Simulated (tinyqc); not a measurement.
Geometry relaxation of a small cluster: one step, computed by the program tinyqc.

E = sum_i {sum_j A exp(-p (r_ij/r0 - 1)) - xi sqrt(rho_i)}, rho_i = sum_j exp(-2 q (r_ij/r0 - 1)); the force on i is -sum_j w_ij (R_i - R_j)/r_ij with w_ij = -(2p/r0) A exp(-p (r_ij/r0 - 1)) + (xi q/r0) exp(-2 q (r_ij/r0 - 1)) (rho_i^(-1/2) + rho_j^(-1/2)).

Question. The first two steps. BFGS: R(new) = R + B F with the inverse Hessian B = eta 1 at first; with s = R(new) - R, y = F - F(new), rho = 1/(y.s): B(new) = (1 - rho s y^T) B (1 - rho y s^T) + rho s s^T, skipped if y.s is not positive. No atom moves more than 0.3 angstrom a step (the whole step is scaled). Stop when the largest force component is below 1e-5 eV/angstrom.

Inputs (values chosen for the exercise, for model atoms):
```
quantity         value           unit
length r0         2.49       angstrom
repulsion A       0.11             eV
hopping xi        1.13             eV
decay p           9.85              -
decay q           3.33              -
step factor eta  0.015  angstrom^2/eV
```

Potential: Gupta. Method: BFGS.

starting positions (angstrom):
```
            x      y      z
atom 1   0.14  -0.01   0.12
atom 2   2.36  -0.05  -0.02
atom 3   2.17   2.31  -0.14
atom 4  -0.14    2.5   0.12
atom 5   1.13   1.23   1.43
atom 6   0.97   1.34  -1.47
```

Give: positions after step 1; energy after step 1; positions after step 2; energy after step 2.

Answer.

positions after step 1 (angstrom):
```
              x        y        z
atom 1   0.1249  -0.0215   0.1079
atom 2   2.3607  -0.0460  -0.0227
atom 3   2.1890   2.3248  -0.1302
atom 4  -0.1412   2.4986   0.1184
atom 5   1.1381   1.2370   1.4537
atom 6   0.9586   1.3271  -1.4872
```

energy after step 1 = -11.766 eV

positions after step 2 (angstrom):
```
              x        y        z
atom 1   0.0992  -0.0373   0.0860
atom 2   2.3559  -0.0310  -0.0285
atom 3   2.2194   2.3480  -0.1136
atom 4  -0.1373   2.4893   0.1142
atom 5   1.1526   1.2479   1.4944
atom 6   0.9401   1.3031  -1.5123
```

energy after step 2 = -11.876 eV
